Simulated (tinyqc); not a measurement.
# Worked calculation: an infinitely deep well in a field (quantum-confined Stark shift), Airy functions

Numbers from tinyqc (`OMP_NUM_THREADS=1 python tinyqc.py 2580128 2580129 out.jsonl`; about 0.03 s on one thread of a shared Intel Xeon 2.30GHz). Printed values are rounded.

Hard walls at x = -L/2 and +L/2; between them U(x) = -F x (eV, zero at the centre). C = hbar^2/(2 m0), e = (C F^2/m1)^(1/3), z1 = (F L/2 - E)/e at the left wall and z2 = (-F L/2 - E)/e at the right wall. Levels are the roots of D(E) = Ai(z1) Bi(z2) - Ai(z2) Bi(z1).

Values chosen for this exercise: mass m1 = 0.48 m0; well width L = 19 nm; field F = 0.00061 V/nm; level sought n = 2.

Constants: q = 1.602176634e-19 C, hbar = 1.054571817e-34 J s, m0 = 9.1093837015e-31 kg, hbar^2/(2 m0) = 0.0380998212 eV nm^2. Results are converted to the units shown.

## Level without field and second-order shift

E_n(0) = C (n pi/L)^2/m1; second-order shift m1 F^2 L^4 (1 - 15/(pi n)^2)/(48 C pi^2 n^2).

E_n(0) = 0.00868029 eV
second-order shift = 0.199901 meV
F L/E_1(0) = 5.34084

## Step 1: secant step for the level

first trial energy = 0.0087 eV
second trial energy = 0.0086 eV

Secant step from the last two trial energies, E_a the older and E_b the newer: next = E_b - D(E_b) (E_b - E_a)/(D(E_b) - D(E_a)).

D(E_a) = 0.0113378
D(E_b) = 0.0191783
third trial energy = 0.00884461 eV

## Step 2: secant step for the level

As before.

D(E_a) = 0.0191783
D(E_b) = 2.66611e-4
fourth trial energy = 0.00884805 eV

## Course of the secant iteration

Stop when E changes by less than 1e-10 eV and the root is level n (n - 1 nodes between the walls). E_a and E_b start as the two trial energies.

Course of the iteration:
```
step      E (eV)  change (eV)
1     0.00884461      2.45e-4
2     0.00884805      3.45e-6
3     0.00884814      8.68e-8
4     0.00884814     3.19e-11
```

Converged in 4 steps to level 2.

## Stark shift

Exact shift E_n(F) - E_n(0), and the mean position <x> = -dE_n/dF. E_n(0) = C (n pi/L)^2/m1; second-order shift m1 F^2 L^4 (1 - 15/(pi n)^2)/(48 C pi^2 n^2).

E_n = 0.00884814 eV
shift = 0.167852 meV
<x> = -0.45778 nm

The second-order estimate is 19 % above the exact shift in size.
